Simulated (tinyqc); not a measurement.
What each parameter does: valley splitting of a silicon quantum well in envelope theory.

The well lies at 0 < z < L; U(z) = V0 [1/(1 + exp(z/w)) + 1/(1 + exp((L - z)/w))] - e F z, 1 mV/nm = 1e-4 eV/angstrom. The envelope psi solves -(c/ml) psi'' + U psi = E psi, c = hbar^2/2m0, by three-point differences on a grid of 0.1 angstrom from -40 to L + 40 angstrom. The two valleys at +/- k0 couple through D = C0 times the integral of exp(-i q z) U(z) psi^2, q = 2 k0 (2 pi/a), and split by Ev = 2|D|.

Random alloy: with Y(z) = Yw + (Yb - Yw) B(z), B the bracket in U, and in-plane density exp(-r^2/ad^2)/(pi ad^2), D gains a random complex part of variance sigma^2 = (C0^2/pi)(a^2 V0/(8 ad (Yb - Yw)))^2 (4/a) times the integral of psi^4 Y (1 - Y). Alone it gives a mean splitting sqrt(pi) sigma; together with the smooth part the rms splitting is 2 sqrt(|D|^2 + sigma^2).

Constants: hbar^2/2m0 = 3.80998211 eV angstrom^2.

Values chosen for the exercise (near those of a strained Si well in SiGe; shifted at random, so the results belong to these values and not to a real crystal):
```
symbol  value  unit      meaning
L       52     angstrom  well width
V0      0.22   eV        conduction offset
ml      0.932  m0        mass along z
w       1      angstrom  interface width parameter
F       7.9    mV/nm     field pressing towards the upper interface
k0      0.828  2 pi/a    valley position
a       5.431  angstrom  lattice constant
C0      0.264            Bloch overlap factor
Yb      0.32             Ge share of the barrier
Yw      0.05             Ge share of the well
ad      130    angstrom  dot radius
```

Orbital spacing, psi^2 at z = L, the smooth splitting and sigma; V0 is held fixed when Yw changes. Each row changes one parameter from the base and keeps the others.

Results:
```
case               E2 - E1 (meV)  psi^2(L) (1e-3/angstrom)  2|D| (micro-eV)  sigma (micro-eV)
base                       36.22                     3.565             8.48             105.8
ad = 170 angstrom          36.22                     3.565             8.48              80.9
Yw = 0.08                  36.22                     3.565             8.48             147.9
L = 58 angstrom            31.56                     3.323             7.14             103.1
V0 = 0.275 eV              37.42                     2.787             8.54             133.0
w = 0.7 angstrom           35.77                     3.779            35.02             105.5
F = 11.85 mV/nm            39.09                     4.947            11.04             109.5
k0 = 0.808 2 pi/a          36.22                     3.565             7.79             105.8
C0 = 0.317                 36.22                     3.565            10.18             127.0
```

The largest shifts from the base row, up to three for each result and ties (the steps differ in size, so this ranks the rows, not the parameters). E2 - E1 (meV): L -4.67, F +2.87, V0 +1.20; unchanged at the printed digits by ad, Yw, k0 and C0. psi^2(L) (1e-3/angstrom): F +1.382, V0 -0.778, L -0.241; unchanged at the printed digits by ad, Yw, k0 and C0. 2|D| (micro-eV): w +26.54, F +2.57, C0 +1.70; unchanged at the printed digits by ad and Yw. sigma (micro-eV): Yw +42.1, V0 +27.2, ad -24.9; unchanged at the printed digits by k0.

Computed by tinyqc, a small Python program: `OMP_NUM_THREADS=1 python tinyqc.py 1281462 1281463 out.jsonl` (the numbers bound the seed that draws the inputs); one thread of a shared host (Intel(R) Xeon(R) Processor @ 2.30GHz), about 0.1 s for the whole set of steps.
